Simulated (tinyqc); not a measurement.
# Sputter depth profiling of a dopant layer: erosion rate, quantification and the mixing-roughness response, step by step

A worked calculation. Computed by tinyqc, a small Python program that keeps every step. Command: `OMP_NUM_THREADS=1 python tinyqc.py 3019586 3019587 out.jsonl sims walk`. One thread of a shared host (Intel(R) Xeon(R) Processor @ 2.30GHz), about 0.02 s of CPU time with the checks. Intermediate numbers are printed to about 6 digits and carried at full precision; extremes and crossings named in words are read from the listed rows.

A rastered ion beam erodes silicon (49.94 atoms per nm^3). The measured profile is the true one convolved with a depth response.

Inputs (values chosen for the exercise, modelled on a dopant in silicon under an oxygen or caesium beam):
```
quantity                               value    unit
beam energy E                            1.9     keV
beam current                              53      nA
raster side                              500      um
sputter yield at 1 keV                   1.1       -
mixing length at 1 keV                   1.6      nm
roughness sigma                         0.78      nm
depth of the layer z0                     31      nm
sheet density Q                      1.6e+12  1/cm^2
relative sensitivity factor RSF      3.1e+20  1/cm^3
matrix count rate                     350000     1/s
background count rate                    8.8     1/s
counting time per point                    2       s
level that defines the junction C_B    2e+16  1/cm^3
```

True profile: delta layer.

Constants: e = 1.602176634e-19 C.

## Erosion and sensitivity

Scaling chosen for the exercise: yield Y = Y1 E^0.5, mixing length w = w1 E^0.5 (E in keV). Erosion rate = Y I/(e x raster^2 x density); depth step = rate x counting time; concentration = RSF x counts/matrix counts; detection limit = RSF x 3 sqrt(background x time)/(matrix rate x time).

yield Y = 1.51625

mixing length w = 2.20545 nm

erosion rate = 0.0401741 nm/s

depth step = 0.0803482 nm

detection limit = 5.57367e+15 1/cm^3

## Measured shape

Mixing alone turns a layer at z0 into (1/w) exp(-(z - z0 + w)/w) for z > z0 - w; roughness adds a Gaussian of width sigma. With x = z - z0 + w: g(x) = (1/(2w)) exp(sigma^2/(2 w^2) - x/w) erfc((sigma/w - x/sigma)/sqrt2), and its integral G(x) = (1/2) erfc(-x/(sigma sqrt2)) - w g(x). Measured: Q g(x), 1 nm = 1e-7 cm. Find the maximum, the full width at half maximum and the deep point where the profile falls to C_B; far down, the trailing edge decays by w ln(10) per decade.

depth of the maximum = 29.7199 nm

peak concentration = 4.04845e+18 1/cm^3

full width at half maximum = 3.25738 nm

apparent junction depth = 41.9307 nm

trailing slope = 5.07823 nm/decade

The true deep edge lies at 31 nm, so the junction appears 10.9 nm too deep.

## Moments

Convolution adds means and variances: the response has mean 0 (shift -w plus exponential mean w) and variance w^2 + sigma^2; a delta layer adds none.

centroid = 31 nm

standard deviation = 2.33932 nm

maximum minus centroid = -1.28005 nm

The centroid stays at the true position while the maximum lies nearer the surface, so depth is read from the centroid.

## Points of the profile

Counts = concentration x matrix rate x time/RSF + background x time; relative noise 1/sqrt(counts). Depths are z0 - w + k (w + sigma), k = -0.5, 0, 0.5, 1, 2, 3, 5, 8, 12.

Profile:
```
k      z (nm)  measured (1/cm^3)       counts  relative noise
-0.5  27.3018        1.77525e+17  4.18463e+02        0.048885
0.0   28.7946        2.79412e+18  6.32690e+03        0.012572
0.5   30.2873        3.69196e+18  8.35429e+03        0.010941
1.0   31.7800        1.99426e+18  4.52077e+03        0.014873
2.0   34.7654        5.15231e+17  1.18102e+03        0.029098
3.0   37.7509        1.33079e+17  3.18102e+02        0.056068
5.0   43.7218        8.87827e+15  3.76477e+01        0.162979
8.0   52.6781        1.52987e+14  1.79455e+01        0.236060
12.0  64.6199        6.80909e+11  1.76015e+01        0.238355
```

## Beam energy: resolution against speed

Width = full width at half maximum; the apparent junction is the deep point where the profile falls to C_B; time to profile to twice z0 = 2 z0/erosion rate, at fixed current.

Measured values:
```
E (keV)   w (nm)  peak (1/cm^3)  width (nm)  apparent junction (nm)  time (min)
0.15     0.61968    6.83296e+18     2.14598                 35.3101     91.5430
0.25     0.80000    6.36748e+18     2.26859                 36.1065     70.9089
0.50     1.13137    5.62818e+18     2.49737                 37.5606     50.1402
1.00     1.60000    4.81396e+18     2.82568                 39.5335     35.4545
2.00     2.26274    3.98831e+18     3.29858                 42.1495     25.0701
4.00     3.20000    3.20885e+18     3.97723                 45.5637     17.7272
8.00     4.52548    2.51602e+18     4.94005                 49.9606     12.5350
```

From the highest to the lowest energy the width goes from 4.94 to 2.15 nm, towards the floor set by roughness, 2.355 sigma = 1.84 nm, and the junction error from 19.0 to 4.31 nm, at 7.3 times the time. Extrapolating the tail slope to zero energy separates mixing from real diffusion. Caution: the surface transient, segregation under the beam and the growth of roughness with depth are left out, and real yields fall faster near the sputter threshold.

Checks made by the program: dose under the measured profile (relative difference below 1e-10).
